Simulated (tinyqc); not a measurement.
The window in starting coverage: bottom-up copper filling of a trench by curvature-enhanced accelerator coverage. Computed by tinyqc, a small Python program. Command: `OMP_NUM_THREADS=1 python tinyqc.py 3014262 3014263 out.jsonl superfill walk`. One thread of a shared host (Intel(R) Xeon(R) Processor @ 2.30GHz), about 0.08 s of CPU time with the checks.

A rectangular trench keeps vertical walls and a flat floor. An accelerator floats on the surface; where area is lost in the corners it is passed on to the floor.

Inputs (values chosen for the exercise, close to those used for damascene copper plating):

| quantity | value | unit |
|---|---|---|
| trench width w | 170 | nm |
| aspect ratio h/w | 1.5 | - |
| exchange current of the suppressed surface i_0 | 0.023 | mA/cm^2 |
| exchange current of the accelerated surface i_1 | 0.89 | mA/cm^2 |
| transfer coefficient alpha | 0.43 | - |
| overpotential eta | 0.19 | V |
| adsorption rate k_a | 0.00049 | 1/s |
| cupric ion concentration C | 0.45 | mol/l |
| diffusivity D | 4.7e-06 | cm^2/s |
| boundary layer delta | 43 | um |
| temperature T | 298 | K |

Constants: e = 1.602176634e-19 C; N_A = 6.02214076e+23 1/mol; k_B = 8.617333262e-05 eV/K.

Method. Kinetic current i_k = [i_0 (1 - theta) + i_1 theta] exp(alpha eta/(k_B T)), limit i_L = 2 F D C/delta, i = 1/(1/i_k + 1/i_L); velocity v = i Omega/(2F), Omega = 7.11 cm^3/mol, F = e N_A. Depletion inside the trench is ignored. Half width x, floor height y, depth h = aspect ratio x w. dx/dt = -v_s, dy/dt = v_b. d theta_b/dt = k_a (1 - theta_b) + [theta_s v_b + theta_b v_s]/x: the floor takes the accelerator of the wall it covers and keeps its own as it narrows. d theta_s/dt = k_a (1 - theta_s). theta_b is capped at 1. Integrate (tolerance 1e-9) until the walls meet (x = 0.02 w/2) or the floor passes the original mouth y = h. Start: x = w/2, y = 0, theta_b = theta_s = theta_0. Height filled = y/h, opening left = x/(w/2).

Outcome:

| theta_0 | v(1)/v(theta_0) | height filled | opening left | time (s) |
|---|---|---|---|---|
| 0.001 | 30.605 | 1.0000 | 0.031977 | 163.47 |
| 0.003 | 28.544 | 1.0000 | 0.034470 | 160.24 |
| 0.010 | 23.109 | 1.0000 | 0.043162 | 149.50 |
| 0.020 | 18.182 | 1.0000 | 0.054630 | 135.66 |
| 0.050 | 11.127 | 1.0000 | 0.074602 | 104.16 |
| 0.100 | 6.803 | 1.0000 | 0.056339 | 75.25 |
| 0.200 | 3.881 | 0.8667 | 0.020000 | 48.28 |
| 0.400 | 2.148 | 0.6109 | 0.020000 | 27.53 |
| 0.800 | 1.197 | 0.3872 | 0.020000 | 15.47 |

What follows from these numbers?

The fill succeeds for theta_0 from 0.001 to 0.1 among these rows, with the widest margin at 0.05. Too much speeds the walls as well and removes the contrast.
